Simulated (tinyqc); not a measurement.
All approximations against the coupling: Froehlich polaron in a polar crystal. Computed by tinyqc, a small Python program. Command: `OMP_NUM_THREADS=1 python tinyqc.py 3025421 3025422 out.jsonl frohlich walk`. One thread of a shared host (Intel(R) Xeon(R) Processor @ 2.30GHz), about 0.05 s of CPU time with the checks.

One electron in a parabolic band of mass m*, coupled to dispersionless LO phonons in the continuum model. Energies are in units of hbar omega unless marked, wave numbers in k_0 = sqrt(2 m* omega/hbar).

Inputs (values chosen for the exercise, modelled on indium phosphide):

| quantity | value | unit |
|---|---|---|
| band mass m* | 0.0825 | m_0 |
| LO phonon energy hbar omega | 43.1 | meV |
| eps_inf | 9.53 | - |
| static dielectric constant eps_s | 12 | - |
| electron wave number k/k_0 | 0.48 | - |

Constants: hbar^2/(2 m_0) = 3.80998212 eV angstrom^2; e^2/(4 pi eps_0) = 14.39964548 eV angstrom.

Method:
- 1/eps* = 1/eps_inf - 1/eps_s; k_0 = sqrt(2 m* omega/hbar) = sqrt(m* hbar omega / (hbar^2/(2 m_0))) with m* in m_0; alpha = (e^2/(4 pi eps_0)) k_0/(2 eps* hbar omega); polaron length 1/k_0.
- Feynman's bound: E(v, w) = 3 (v - w)^2/(4 v) - (alpha v/sqrt(pi)) int_0^infinity e^-u D(u)^(-1/2) du, D = w^2 u + ((v^2 - w^2)/v)(1 - e^(-v u)); integrals by 80 Gauss-Legendre points in s from 0 to 1 with u = 40 s^2.
- Minimise over v > w > 0 (simplex search); mass m_p/m* = 1 + (alpha v^3/(3 sqrt(pi))) int u^2 e^-u D^(-3/2) du.
- Other columns: second order -alpha; Landau-Pekar Gaussian -alpha^2/(3 pi); Lee-Low-Pines mass 1 + alpha/6. The polaron energy in meV uses the given hbar omega.

coupling constant alpha = 0.110223

Energies (hbar omega) and masses (m*):

| alpha | second order | Gaussian | Feynman | Feynman (meV) | mass, LLP | mass, Feynman | v | w |
|---|---|---|---|---|---|---|---|---|
| 0.028 | -0.028 | -8.3185e-05 | -0.028010 | -1.2072 | 1.0047 | 1.005 | 3 | 3 |
| 0.055 | -0.055 | -3.2096e-04 | -0.055037 | -2.3721 | 1.0092 | 1.009 | 3.01 | 2.99 |
| 0.11 | -0.11 | -0.0012838 | -0.11015 | -4.7475 | 1.0183 | 1.019 | 3.01 | 2.99 |
| 0.18 | -0.18 | -0.0034377 | -0.18040 | -7.7754 | 1.03 | 1.031 | 3.02 | 2.98 |
| 3.5 | -3.5 | -1.2998 | -3.6885 | -158.97 | 1.5833 | 2.186 | 3.53 | 2.47 |
| 6.5 | -6.5 | -4.4829 | -7.3920 | -318.60 | 2.0833 | 9.746 | 5.16 | 1.73 |
| 9.5 | -9.5 | -9.5758 | -12.461 | -537.08 | 2.5833 | 84.79 | 11.1 | 1.24 |
| 12 | -12 | -15.279 | -18.143 | -781.98 | 3 | 281.6 | 18.6 | 1.13 |

All three energies are upper bounds (-alpha through the Lee-Low-Pines state), and the Feynman value is the lowest in every row. It lies within 5 % of -alpha up to alpha = 0.18; at alpha = 12 it is 1.19 times the Gaussian value, whose alpha^2 law it approaches with a constant shift of about -3 ln 2 - 3/4 = -2.83 (here -2.86). The mass stays within 10 % of 1 + alpha/6 up to alpha = 0.18 and reaches 282 m* in the last row; w falls from 3.00 towards 1 while v grows to 18.6.

Extremes, crossings and ranges named in words are read from the listed rows.
